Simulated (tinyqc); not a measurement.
Inside a calculation. Model: Raman line shape of confined optical phonons and breathing modes of small crystals. Computed by tinyqc, a small Python program that keeps every step. Command: `OMP_NUM_THREADS=1 python tinyqc.py 3008224 3008225 out.jsonl confine walk`. One thread of a shared host (Intel(R) Xeon(R) Processor @ 2.30GHz), about 0.02 s of CPU time with the checks. Intermediate numbers are printed to about 6 digits and carried at full precision; extremes and crossings named in words are read from the listed rows.

Confinement in 1 direction(s) lets phonons with q away from zero scatter light. q is in units of 2 pi/a, from 0 to 1, and the branch is isotropic: omega(q)^2 = (omega_0^2 + omega_X^2)/2 + ((omega_0^2 - omega_X^2)/2) cos(pi q). The model and its constant beta are phenomenological; beta = 8 is the common choice.

Inputs (values chosen for the exercise, modelled on germanium): bulk frequency omega_0 = 300.5 1/cm; frequency at the zone boundary omega_X = 245 1/cm; natural width Gamma_0 = 3.2 1/cm; lattice constant a = 5.658 angstrom; size L = 2.9 nm; confinement constant beta = 4; probe offset omega - omega_0 = -4 1/cm; longitudinal velocity = 5150 m/s; transverse velocity = 3260 m/s.

Shape: film.

Constants: c = 299792458 m/s.

## Range of wave vectors

Weight W(q) = q^0 exp(-(2 L q/a)^2/(2 beta)) dq, that is exp(-k^2 L^2/(2 beta pi^2)) for k = 2 pi q/a. Width q_c = a sqrt(2 beta)/(2 L), where the exponential falls to 1/e; curvature of the branch: omega(q) = omega_0 - c q^2, c = pi^2 (omega_0^2 - omega_X^2)/(8 omega_0); for small q_c the mean of q^2 is (number of confined directions) q_c^2/2, and the mean shift is -c times that.

q_c = 0.275918 2 pi/a

curvature c = 124.295 1/cm

mean shift, quadratic estimate = -4.73133 1/cm

omega(q_c) - omega_0 = -9.02017 1/cm

Caution: below about 3 nm surface bonds and discrete modes make the bulk branch a poor guide.

## Intensity at one frequency

I(omega) = int W(q) / [(omega - omega(q))^2 + (Gamma_0/2)^2] dq / int W dq x (Gamma_0/2)^2, by 400 Gauss-Legendre points on 0 < q < min(1, 2.5 a sqrt(2 beta)/L). Bulk Lorentzian 1/(1 + (2 offset/Gamma)^2); mean shift = weighted mean of omega(q) less the bulk frequency.

I at the probe offset = 0.304601

bulk Lorentzian there = 0.137931

mean shift, from the weights = -4.40147 1/cm

## Peak, width and asymmetry

The peak is the maximum of I; the width is taken between the half-maximum points, and the asymmetry is the low-side half-width over the high-side one.

peak shift = -0.75634 1/cm

full width = 6.1544 1/cm

asymmetry = 2.1332

peak height (bulk = 1) = 0.51414

The peak moves 17 % as far as the mean: the tail on the low side carries the rest. A shift without broadening or asymmetry would point to stress, not size.

## Line shape against size

The formulas are those given above.

Line shape:
```
L (nm)  peak shift (1/cm)  full width (1/cm)  asymmetry  mean shift, quadratic estimate (1/cm)
3                -0.74693             6.0379     2.0853                               -4.42116
3.6              -0.69091             5.4505     1.8461                               -3.07025
4.4              -0.61946             4.8874     1.6208                               -2.05529
5.5              -0.53079             4.3705      1.418                               -1.31539
7                -0.42965             3.9393     1.2527                              -0.812050
10               -0.28599             3.5211     1.0983                              -0.397905
15               -0.15648             3.2949     1.0223                              -0.176846
25              -0.062183             3.2146     1.0017                             -0.0636647
```

The peak shift falls with exponent -0.43 at the small end and -1.81 at the large end. For still larger L it tends to the mean shift, which goes as 1/L^2; the ratio is 0.17 in the first row and 0.98 in the last. The width exceeds Gamma_0 by over 10 % for L up to 10 nm. In a film the weight is largest at q = 0, so the peak hardly moves and a tail grows instead.

## Thickness mode of the free film

The lowest longitudinal standing wave has half a wavelength across the film: f = v_L/(2 L); the lowest shear one f = v_T/(2 L).

breathing frequency = 887.931 GHz

shear frequency = 562.069 GHz

breathing wavenumber = 29.6182 1/cm

Checks made by the program: mean shift of a large crystal against the quadratic estimate (relative difference 1e-05).
